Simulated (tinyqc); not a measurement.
## Ground and coupling capacitance from two measurements

Problem. A line has Cg to the planes and Cc to each of two neighbours. Find Cg, Cc, the load when both neighbours switch in antiphase, and the pulse on the line when it floats and both neighbours swing by Vx.

Inputs (values chosen for the exercise):
- Vx = 0.7 V (swing)

capacitance with neighbours driven alike and with neighbours grounded (aF/um): [40, 98]

Solution. Driven alike, Cc carries no charge, which leaves Cg; grounded neighbours give Cg + 2 Cc, antiphase Cg + 4 Cc; a floating line divides the swing as 2 Cc/(Cg + 2 Cc).

Cg = 40.00 aF/um
Cc = 29.00 aF/um
load in antiphase = 156.0 aF/um
pulse = 0.4143 V

Numbers from tinyqc (`OMP_NUM_THREADS=1 python tinyqc.py 2790148 2790149 out.jsonl`; about 1 s on one thread of a shared Intel Xeon 2.30GHz).
